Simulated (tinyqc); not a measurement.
# Inversion-layer mobility, back-scattering and ballistic limit of a field-effect transistor, step by step

A worked calculation. Computed by tinyqc, a small Python program that keeps every step. Command: `OMP_NUM_THREADS=1 python tinyqc.py 3027299 3027300 out.jsonl mos walk`. One thread of a shared host (Intel(R) Xeon(R) Processor @ 2.30GHz), about 0.01 s of CPU time with the checks. Intermediate numbers are printed to about 6 digits and carried at full precision; extremes and crossings named in words are read from the listed rows.

The charge at the top of the source barrier is fixed by the gate; series resistance and short-channel effects are left out. F_j are Fermi integrals normalised to exp(eta) in the classical limit.

Inputs (values chosen for the exercise, modelled on an InGaAs n-channel):

| quantity | value | unit |
|---|---|---|
| transport mass m | 0.046 | m_0 |
| valley degeneracy g_v | 1 | - |
| weight w of the inversion charge | 0.5 | - |
| permittivity eps | 13.9 | - |
| phonon mobility at 1 MV/cm and 300 K, mu_ph | 3000 | cm^2/(V s) |
| roughness mobility at 1 MV/cm, mu_sr | 2300 | cm^2/(V s) |
| Coulomb mobility at N_inv = 1e12/cm^2, mu_C | 2100 | cm^2/(V s) |
| electrical oxide thickness t_inv | 4.3 | nm |
| depletion charge N_dep | 1.5e+12 | 1/cm^2 |
| gate overdrive V_G - V_T | 0.3 | V |
| drain voltage V_D | 0.51 | V |
| channel length L | 9 | nm |
| exponent a of the critical length | 0.6 | - |
| temperature T | 300 | K |

Statistics at the top of the barrier: Fermi-Dirac.

Constants: eps_0 = 8.8541878128e-12 F/m; e = 1.602176634e-19 C; m_0 = 9.1093837015e-31 kg; k_B = 1.380649e-23 J/K; hbar = 1.054571817e-34 J s; k_B = 8.617333262e-05 eV/K.

## Charge and field

N_inv = 3.9 eps_0 (V_G - V_T)/(e t_inv); effective field E_eff = e (N_dep + w N_inv)/(eps eps_0).

inversion density N_inv = 1.50368e+12 1/cm^2

effective field E_eff = 0.293146 MV/cm

## Effective mobility

mu_phonon = mu_ph (E_eff/1 MV/cm)^(-0.3) (T/300 K)^(-1.75); mu_rough = mu_sr (E_eff/1 MV/cm)^(-2); mu_Coulomb = mu_C (N_inv/1e12 cm^-2) (T/300 K); Matthiessen's rule adds 1/mu.

phonon part = 4335.07 cm^2/(V s)

roughness part = 26764.5 cm^2/(V s)

Coulomb part = 3157.73 cm^2/(V s)

effective mobility mu = 1710.21 cm^2/(V s)

The Coulomb part is the lowest and holds 54 % of 1/mu.

## Ballistic limit

F_j(eta) = (1/Gamma(j + 1)) int_0^infinity x^j/(1 + exp(x - eta)) dx, F_0 = ln(1 + exp(eta)). Integrals over x = E/(k_B T) use 160 Gauss-Legendre points in u = sqrt(x) from 0 to sqrt(max(eta, 0) + 32). Ballistic channel: N_2D = g_v m k_B T/(pi hbar^2), U = e V_D/(k_B T); eta_F solves N_inv = (N_2D/2)[F_0(eta_F) + F_0(eta_F - U)]; v_T = sqrt(2 k_B T/(pi m)); I/W = e (N_2D/2) v_T [F_1/2(eta_F) - F_1/2(eta_F - U)]; injection velocity v_T F_1/2(eta_F)/F_0(eta_F).

N_2D = 4.96763e+11 1/cm^2

eta_F = 6.05157

thermal velocity v_T = 2.50853 1e7 cm/s

injection velocity = 4.80147 1e7 cm/s

ballistic current I/W = 1156.75 microampere/micrometre

Degeneracy raises the injection velocity by a factor 1.91. Caution: the Fermi level lies so high that further subbands and non-parabolicity matter.

## Back-scattering

Mean free path lambda = (2 k_B T/e)(mu/v_T) F_0(eta_0)/F_-1/2(eta_0), with eta_0 from N_inv = N_2D F_0(eta_0); critical length l = L (1 + U)^(-a), an empirical rule; back-scattering r = l/(l + lambda). Then eta solves N_inv = (N_2D/2)[(1 + r) F_0(eta) + (1 - r) F_0(eta - U)] and I/W = e (N_2D/2) v_T (1 - r)[F_1/2(eta) - F_1/2(eta - U)]. Ballistic ratio: I over the ballistic current. Apparent mobility 1/(1/mu + 1/mu_B), mu_B = mu L/lambda.

eta_0 = 2.97728

mean free path lambda = 57.8221 nm

critical length l = 1.45986 nm

back-scattering coefficient r = 0.0246257

current I/W = 1089.61 microampere/micrometre

ballistic ratio = 0.941953

apparent low-field mobility = 230.341 cm^2/(V s)

L/lambda = 0.16, but at this drain voltage only the first 1.46 nm can return a carrier to the source, so the device works at 94 % of its ballistic limit. Caution: in a degenerate gas the layer that can return carriers is set by E_F rather than k_B T, so l is underestimated.

## Channel length

The last column is the long-channel law e N_inv mu V/L with V = V_D - V_D^2/(2 V_ov) below pinch-off and V_ov/2 above, V_ov = V_G - V_T.

Currents (microampere/micrometre):

| L (nm) | r | I/W | ballistic ratio | long-channel law |
|---|---|---|---|---|
| 5 | 0.013832 | 1118.50 | 0.966933 | 12360.5 |
| 10 | 0.027287 | 1082.60 | 0.935900 | 6180.3 |
| 20 | 0.053125 | 1017.07 | 0.879250 | 3090.1 |
| 40 | 0.100890 | 906.59 | 0.783740 | 1545.1 |
| 80 | 0.183288 | 743.41 | 0.642673 | 772.5 |
| 160 | 0.309795 | 544.71 | 0.470894 | 386.3 |
| 400 | 0.528771 | 300.25 | 0.259559 | 154.5 |
| 1000 | 0.737207 | 140.73 | 0.121664 | 61.8 |

The current scales as L^-0.83 at the long end and as L^-0.05 at the short end, where it reaches 97 % of the ballistic 1160. The long-channel law passes the ballistic limit between 40.0 and 80.0 nm and has no meaning below. At 1000 nm the model gives 2.28 times the long-channel law; the rule for l is a fit for short devices and fails wherever the model exceeds that law. Raising mu by 10 % at 20 nm raises I by 1.1 %.

## The mobility curve

The formulas are those given above.

Mobilities (cm^2/(V s)):

| V_G - V_T (V) | N_inv (1/cm^2) | E_eff (MV/cm) | phonon | roughness | Coulomb | total |
|---|---|---|---|---|---|---|
| 0.03 | 1.50368e+11 | 0.205059 | 4825.67 | 54698.0 | 315.8 | 294.78 |
| 0.06 | 3.00736e+11 | 0.214846 | 4758.64 | 49827.9 | 631.5 | 551.38 |
| 0.12 | 6.01472e+11 | 0.234421 | 4635.77 | 41853.7 | 1263.1 | 969.64 |
| 0.20 | 1.00245e+12 | 0.260521 | 4491.26 | 33887.6 | 2105.2 | 1375.16 |
| 0.35 | 1.75429e+12 | 0.309459 | 4265.21 | 24017.2 | 3684.0 | 1826.37 |
| 0.50 | 2.50614e+12 | 0.358396 | 4081.43 | 17906.1 | 5262.9 | 2037.20 |
| 0.75 | 3.75920e+12 | 0.439959 | 3837.93 | 11882.4 | 7894.3 | 2121.39 |
| 1.00 | 5.01227e+12 | 0.521522 | 3647.03 | 8456.3 | 10525.8 | 2051.47 |
| 1.50 | 7.51841e+12 | 0.684647 | 3361.10 | 4906.8 | 15788.7 | 1770.98 |

The lowest part is Coulomb from 0.0300 to 0.350, phonon from 0.500 to 1.50 V. The total peaks at 2121 near E_eff = 0.44 MV/cm: screening lifts it at low density and the field presses it down at high density.

Checks made by the program: long channel and small V_D against the drift formula e N mu V_D/L (relative difference 2e-04).
